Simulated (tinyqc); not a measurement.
Worked calculation: inversion-layer mobility, back-scattering and ballistic limit of a field-effect transistor. Computed by tinyqc, a small Python program that keeps every step. Command: `OMP_NUM_THREADS=1 python tinyqc.py 3031423 3031424 out.jsonl mos walk`. One thread of a shared host (Intel(R) Xeon(R) Processor @ 2.30GHz), about 0.01 s of CPU time with the checks. Intermediate numbers are printed to about 5 digits and carried at full precision; extremes and crossings named in words are read from the listed rows.

The charge at the top of the source barrier is fixed by the gate; series resistance and short-channel effects are left out. F_j are Fermi integrals normalised to exp(eta) in the classical limit.

Inputs (values chosen for the exercise, modelled on a silicon p-channel): transport mass m = 0.29 m_0; valley degeneracy g_v = 1; weight w of the inversion charge = 0.333; permittivity eps = 11.7; phonon mobility at 1 MV/cm and 300 K, mu_ph = 110 cm^2/(V s); roughness mobility at 1 MV/cm, mu_sr = 150 cm^2/(V s); Coulomb mobility at N_inv = 1e12/cm^2, mu_C = 320 cm^2/(V s); electrical oxide thickness t_inv = 1.3 nm; depletion charge N_dep = 1.6e+12 1/cm^2; gate overdrive V_G - V_T = 0.057 V; drain voltage V_D = 1.1 V; channel length L = 580 nm; exponent a of the critical length = 0.79; temperature T = 300 K.

Statistics at the top of the barrier: non-degenerate.

Constants: eps_0 = 8.8541878128e-12 F/m; e = 1.602176634e-19 C; m_0 = 9.1093837015e-31 kg; k_B = 1.380649e-23 J/K; hbar = 1.054571817e-34 J s; k_B = 8.617333262e-05 eV/K.

## Charge and field

N_inv = 3.9 eps_0 (V_G - V_T)/(e t_inv); effective field E_eff = e (N_dep + w N_inv)/(eps eps_0).

inversion density N_inv = 9.4501e+11 1/cm^2

effective field E_eff = 0.29612 MV/cm

## Effective mobility

mu_phonon = mu_ph (E_eff/1 MV/cm)^(-0.3) (T/300 K)^(-1.75); mu_rough = mu_sr (E_eff/1 MV/cm)^(-2); mu_Coulomb = mu_C (N_inv/1e12 cm^-2) (T/300 K); Matthiessen's rule adds 1/mu.

phonon part = 158.47 cm^2/(V s)

roughness part = 1710.6 cm^2/(V s)

Coulomb part = 302.40 cm^2/(V s)

effective mobility mu = 98.022 cm^2/(V s)

The phonon part is the lowest and holds 62 % of 1/mu.

## Ballistic limit

Non-degenerate: every F_j(eta) is replaced by exp(eta). Ballistic channel: N_2D = g_v m k_B T/(pi hbar^2), U = e V_D/(k_B T); eta_F solves N_inv = (N_2D/2)[F_0(eta_F) + F_0(eta_F - U)]; v_T = sqrt(2 k_B T/(pi m)); I/W = e (N_2D/2) v_T [F_1/2(eta_F) - F_1/2(eta_F - U)]; injection velocity v_T F_1/2(eta_F)/F_0(eta_F).

N_2D = 3.1318e+12 1/cm^2

eta_F = -0.50501

thermal velocity v_T = 0.99908 1e7 cm/s

injection velocity = 0.99908 1e7 cm/s

ballistic current I/W = 151.27 microampere/micrometre

Caution: eta_F is above -1, so the non-degenerate formulas understate the injection velocity and the current.

## Back-scattering

Mean free path lambda = (2 k_B T/e)(mu/v_T) F_0(eta_0)/F_-1/2(eta_0), with eta_0 from N_inv = N_2D F_0(eta_0); critical length l = L (1 + U)^(-a), an empirical rule; back-scattering r = l/(l + lambda). Then eta solves N_inv = (N_2D/2)[(1 + r) F_0(eta) + (1 - r) F_0(eta - U)] and I/W = e (N_2D/2) v_T (1 - r)[F_1/2(eta) - F_1/2(eta - U)]. Ballistic ratio: I over the ballistic current. Apparent mobility 1/(1/mu + 1/mu_B), mu_B = mu L/lambda.

eta_0 = -1.1982

mean free path lambda = 5.0728 nm

critical length l = 29.419 nm

back-scattering coefficient r = 0.85293

current I/W = 12.007 microampere/micrometre

ballistic ratio = 0.079374

apparent low-field mobility = 97.173 cm^2/(V s)

L/lambda = 114.33, but at this drain voltage only the first 29.4 nm can return a carrier to the source, so the device works at 8 % of its ballistic limit. Caution: the current exceeds the long-channel drift law, so the empirical rule for l, meant for short channels, is too generous here.

## Channel length

The last column is the long-channel law e N_inv mu V/L with V = V_D - V_D^2/(2 V_ov) below pinch-off and V_ov/2 above, V_ov = V_G - V_T.

Currents (microampere/micrometre):
```
L (nm)        r     I/W  ballistic ratio  long-channel law
5       0.04761  137.52          0.90910            84.595
10      0.09090  126.06          0.83335            42.298
20      0.16665  108.05          0.71431            21.149
40      0.28569   84.04          0.55558            10.574
80      0.44442   58.18          0.38464             5.287
160     0.61536   36.02          0.23812             2.644
400     0.79998   16.81          0.11112             1.057
1000    0.90908    7.20          0.04762             0.423
```

The current scales as L^-0.92 at the long end and as L^-0.13 at the short end, where it reaches 91 % of the ballistic 151. At 1000 nm the model gives 17.03 times the long-channel law; the rule for l is a fit for short devices and fails wherever the model exceeds that law. Raising mu by 10 % at 20 nm raises I by 2.7 %.

## The mobility curve

The formulas are those given above.

Mobilities (cm^2/(V s)):
```
V_G - V_T (V)  N_inv (1/cm^2)  E_eff (MV/cm)  phonon  roughness  Coulomb   total
0.03               4.9737e+11         0.2731  162.37     2011.6    159.2   77.29
0.06               9.9474e+11         0.2987  158.06     1681.4    318.3   99.38
0.12               1.9895e+12         0.3499  150.73     1225.1    636.6  110.85
0.20               3.3158e+12         0.4182  142.88      857.6   1061.1  109.80
0.35               5.8027e+12         0.5463  131.88      502.6   1856.9   98.90
0.50               8.2895e+12         0.6744  123.80      329.8   2652.6   87.06
0.75               1.2434e+13         0.8878  114.00      190.3   3979.0   70.04
1.00               1.6579e+13         1.1013  106.86      123.7   5305.3   56.71
1.50               2.4869e+13         1.5282   96.86       64.2   7957.9   38.43
```

The lowest part is Coulomb at 0.0300, phonon from 0.0600 to 1.00, roughness at 1.50 V. The total peaks at 111 near E_eff = 0.35 MV/cm: screening lifts it at low density and the field presses it down at high density.

Checks made by the program: long channel and small V_D against the drift formula e N mu V_D/L (relative difference 1e-04).
